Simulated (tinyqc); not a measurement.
Worked calculation: crystal pulling from the melt: segregation, interface stability, heat balance and point-defect regime. Computed by tinyqc, a small Python program that keeps every step. Command: `OMP_NUM_THREADS=1 python tinyqc.py 3029204 3029205 out.jsonl pull walk`. One thread of a shared host (Intel(R) Xeon(R) Processor @ 2.30GHz), about 0.01 s of CPU time with the checks. Intermediate numbers are printed to about 7 digits and carried at full precision; extremes and crossings named in words are read from the listed rows.

A dilute solute; steady pulling with a flat interface unless it is found unstable.

Inputs (values chosen for the exercise, for a model semiconductor):
```
quantity                         value          unit
equilibrium coefficient k0      0.0028             -
initial melt concentration C0  6.5e+18        1/cm^3
diffusivity in the melt D      0.00026        cm^2/s
kinematic viscosity nu          0.0037        cm^2/s
crystal rotation                    12           rpm
pull rate V                       0.41        mm/min
gradient in the melt G_L            18          K/cm
solid conductivity k_S            22.5       W/(m K)
melt conductivity k_L             54.5       W/(m K)
latent heat per volume L          4230        J/cm^3
melting point T_m                 1685             K
interface energy gamma            0.37         J/m^2
frozen fraction g                 0.13             -
critical ratio xi_c               0.12  mm^2/(min K)
```

Loss from the melt surface: none.

Constants: k_B = 1.380649e-23 J/K.

## Boundary layer and effective coefficient

delta = 1.61 D^(1/3) nu^(1/6) omega^(-1/2), omega = 2 pi rpm/60; k_eff = k0/[k0 + (1 - k0) exp(-V delta/D)] (Burton, Prim and Slichter); the melt at the interface is enriched by k_eff/k0.

boundary layer delta = 360.5059 micrometre

V delta/D = 0.09474834

k_eff = 0.003077414

enrichment at the interface = 1.099076

k_eff has moved 0.0 % of the way from k0 to 1. A 10 % ripple of V gives striations of 0.94 % in C_s, since d ln k_eff/d ln V = (1 - k_eff) V delta/D.

## Concentration at the frozen fraction g

Axial profile: C_s = k_eff C0 (1 - g)^(k_eff - 1); bulk melt C_L = C_s/k_eff. Usable fraction: the g at which C_s has changed by 30 % from its first value (0.99 at most).

C_s = 2.298232e+16 1/cm^3

C_L = 7.468063e+18 1/cm^3

usable fraction = 0.2313920

C_s rises along the crystal.

## Heat balance and the ratio V/G

k_S G_S = k_L G_L + L V; the largest rate for this G_S, with G_L = 0, is k_S G_S/L. Voronkov: the crystal grows vacancy-rich if V/G_S > xi_c and interstitial-rich if below; at fixed G_L the neutral rate solves V = xi_c G_S(V).

gradient in the solid G_S = 56.44667 K/cm

largest rate = 1.801489 mm/min

V/G_S = 0.07263494 mm^2/(min K)

neutral pull rate = 0.8384615 mm/min

V/G_S is 0.61 xi_c: interstitials survive and can form dislocation loops. Latent heat makes up 23 % of the flux.

## Constitutional supercooling

Liquidus slope per concentration (van 't Hoff): |m| = k_B T_m^2 (1 - k0)/L. Solute gradient at the interface: G_C = (V/D) C_s (1 - k0)/k0. Constitutional supercooling sets in when |m| G_C > G_L. Critical C_s from the equality.

|m| = 9.241128e-21 K cm^3

|m| G_C = 0.1987936 K/cm

critical C_s = 2.080961e+18 1/cm^3

ratio |m| G_C/G_L = 0.01104409

The interface is stable by this test, with a margin of 91.

## Morphological stability

Liquidus slope per concentration (van 't Hoff): |m| = k_B T_m^2 (1 - k0)/L. Solute gradient at the interface: G_C = (V/D) C_s (1 - k0)/k0. Constitutional supercooling sets in when |m| G_C > G_L. Mullins-Sekerka for a thick solute layer: a ripple of wave number w grows if S(w) = -Gam w^2 - G* + |m| G_C (w* - V/D)/(w* - (1 - k0) V/D) > 0, Gam = gamma T_m/L, G* = (k_S G_S + k_L G_L)/(k_S + k_L), w* = V/(2D) + sqrt((V/(2D))^2 + w^2). The critical C_s is that at which the maximum of S over w is zero.

critical C_s, Mullins-Sekerka = 3.381770e+18 1/cm^3

wavelength at onset = 3104.453 micrometre

ratio to the constitutional value = 1.625100

The full theory allows 1.63 times more solute: the weighted gradient G* replaces G_L, and capillarity and lateral diffusion help. At g the interface is stable. Caution: the onset wavelength exceeds the stirred boundary layer, so flow cuts off the solute field assumed in this theory.

## Along the crystal

Axial profile: C_s = k_eff C0 (1 - g)^(k_eff - 1); bulk melt C_L = C_s/k_eff.

Axial profile:
```
g     C_s (1/cm^3)  C_s/C_s(0)  the same for k0, no loss  C_s over constitutional limit  C_s over Mullins-Sekerka limit
0.00  2.000319e+16     1.00000                   1.00000                      0.0096125                       0.0059150
0.20  2.498682e+16     1.24914                   1.24922                      0.0120073                       0.0073887
0.40  3.328628e+16     1.66405                   1.66428                      0.0159956                       0.0098429
0.60  4.986716e+16     2.49296                   2.49359                      0.0239635                       0.0147459
0.75  7.967213e+16     3.98297                   3.98450                      0.0382862                       0.0235593
0.85  1.325783e+17     6.62786                   6.63135                      0.0637101                       0.0392038
0.92  2.481039e+17    12.40322                  12.41191                      0.1192256                       0.0733651
0.97  6.596164e+17    32.97556                  33.00766                      0.3169768                       0.1950506
```

C_s changes by a factor 33.0 up to g = 0.97, against 33.0 for k0 without loss. Neither limit is reached.

Checks made by the program: the striation formula against a difference (relative difference below 1e-10).
